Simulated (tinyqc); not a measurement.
Precursor delivery by bubblers, mass-transport growth and the solid composition of a III-V alloy. Changing the bath temperature T2. Computed by tinyqc, a small Python program. Command: `OMP_NUM_THREADS=1 python tinyqc.py 3002437 3002438 out.jsonl movpe_thermo sweep`. One thread of a shared host (Intel(R) Xeon(R) Processor @ 2.30GHz), about 0.01 s of CPU time with the checks.

1 sccm = 44.615 micromol/min; 1 torr = 133.322 Pa. The sources decompose fully at the surface.

Inputs (values chosen for the exercise, modelled on triethylgallium (source 1) and trimethylindium (source 2) for the vapour pressures):
```
quantity                                                value      unit
bath temperature T1                                       290         K
bubbler pressure p_b                                     1400      torr
carrier flow F1                                            45      sccm
carrier flow F2                                            79      sccm
total flow F_t                                            4.9       slm
group-V flow F_V                                           39      sccm
reactor pressure p                                         40      torr
growth temperature T                                      930         K
diffusivity at 273 K and 760 torr                         0.4    cm^2/s
flow cross-section A                                       56      cm^2
distance from the leading edge z                          7.4        cm
lattice constant a                                       5.86  angstrom
interaction L0 of the solid                              12.6    kJ/mol
vapour fraction x_v of D among the group-V sources       0.39         -
exchange energy dG_x of AC + (1/2) D2 -> AD + (1/2) C2     19    kJ/mol
```

Alloy: mixing on the group-V sites.

constants a, b of source 1 (log10 torr, K): 8.089  2162

constants a, b of source 2 (log10 torr, K): 10.53  3014

Constants: k_B = 1.380649e-23 J/K; R = 8.314462618 J/(mol K).

Method:
- log10 p_v = a - b/T_bath; molar flow = F x 44.615 x p_v/(p_b - p_v) for a saturated bubbler.
- p_i = p n_i/(44615 F_t), F_t in slm; p_V = p F_V/(1000 F_t), counted per molecule supplied; V/III = 44.615 F_V/(n1 + n2); vapour fraction of source 2 = n2/(n1 + n2).
- Mean velocity u = (F_t/A)(760/p)(T/273); D = D0 (T/273)^1.75 (760/p); boundary layer delta = sqrt(pi D z/u); flux = D dp/(delta k_B T); growth rate = flux x a^3/4.
- At high V/III the group-V pressures at the surface equal those supplied, as dimers: p_D2/p_C2 = x_v/(1 - x_v). Equilibrium of the solid AC(1-x)D(x), A standing for the mix of both group-III metals: ln[x/(1 - x)] + L0 (1 - 2x)/(R T) = -dG_x/(R T) + (1/2) ln[x_v/(1 - x_v)]. Growth rate = rate per torr x (p_1 + p_2). Sensitivity dx/dx_v = [1/(2 x_v (1 - x_v))]/[1/(x (1 - x)) - 2 L0/(R T)].

One run for each value; columns: (1) bath temperature T2 (K); (2) vapour pressure 2 (torr); (3) molar flow 2 (micromol/min); (4) vapour fraction of source 2; (5) solid fraction x:
```
(1)    (2)    (3)     (4)      (5)
279  0.533   1.34  0.1783  0.01385
284  0.827   2.08  0.2517  0.01385
289  1.262   3.18  0.3393  0.01385
294  1.898   4.78  0.4360  0.01385
299  2.817   7.11  0.5344  0.01385
304  4.126  10.42  0.6273  0.01385
309  5.970  15.09  0.7091  0.01385
314  8.536  21.62  0.7774  0.01385
```

Over the rows, vapour pressure 2 (torr) rises from 0.533 to 8.54 (exponent d ln y / d ln x 25 between the first rows and 22 between the last); molar flow 2 (micromol/min) rises from 1.34 to 21.6 (exponent d ln y / d ln x 25 between the first rows and 22 between the last); vapour fraction of source 2 rises from 0.178 to 0.777 (exponent d ln y / d ln x 19 between the first rows and 5.7 between the last).

Caution (all rows): the boundary layer is a quarter or more of the root of the cross-section, so it fills much of the channel and depletion along the flow matters.

Extremes, crossings and ranges named in words are read from the listed rows.
